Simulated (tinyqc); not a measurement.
The liquidus: liquidus of a compound AB in a simple-solution melt, liquid-phase epitaxy and vapour pressures. Computed by tinyqc, a small Python program. Command: `OMP_NUM_THREADS=1 python tinyqc.py 3009380 3009381 out.jsonl liq35 walk`. One thread of a shared host (Intel(R) Xeon(R) Processor @ 2.30GHz), about 0.04 s of CPU time with the checks.

x is the atom fraction of B in the melt. The melt is a simple solution: R T ln gamma_B = W (1 - x)^2, R T ln gamma_A = W x^2, W = a + b T. The solid AB is stoichiometric.

Inputs (values chosen for the exercise, modelled on GaSb for the melt):

| quantity | value | unit |
|---|---|---|
| melting point T_F | 983 | K |
| entropy of fusion S_F | 67.1 | J/(mol K) |
| interaction a | 19.1 | kJ/mol |
| interaction slope b | -26.6 | J/(mol K) |

Constants: R = 8.314462618 J/(mol K).

Method. Liquidus (Vieland): f(x) = R T ln[4 x (1 - x)] + 2 W (1/2 - x)^2 + S_F (T_F - T) = 0.

Solubility; ideal: W = 0; dilute: (1/4) exp[-(S_F (T_F - T) + W/2)/(R T)]:

| T (K) | x | ideal | dilute | W (kJ/mol) |
|---|---|---|---|---|
| 492 | 3.8113e-05 | 7.9474e-05 | 3.8108e-05 | 6.0128 |
| 570 | 4.7704e-04 | 7.2236e-04 | 4.7644e-04 | 3.9380 |
| 649 | 3.3321e-03 | 3.9438e-03 | 3.3135e-03 | 1.8366 |
| 727 | 1.5080e-02 | 1.4799e-02 | 1.4870e-02 | -0.2382 |
| 806 | 5.1550e-02 | 4.4464e-02 | 5.0590e-02 | -2.3396 |
| 885 | 1.3904e-01 | 1.1567e-01 | 1.3832e-01 | -4.4410 |
| 944 | 2.6525e-01 | 2.3376e-01 | 2.6268e-01 | -6.0104 |
| 973 | 3.8037e-01 | 3.5894e-01 | 3.4991e-01 | -6.7818 |

What does the comparison show, and why?

x over the ideal value is 0.48 in the first row and 1.06 in the last, and lies between 0.48 and 1.20: W > 0 lowers the solubility and W < 0 raises it, by about exp(-W/(2 R T)) when dilute. The dilute form is within 5 % in 7 of the eight rows. Near T_F the liquidus closes as a parabola about x = 1/2.

Extremes, crossings and ranges named in words are read from the listed rows.
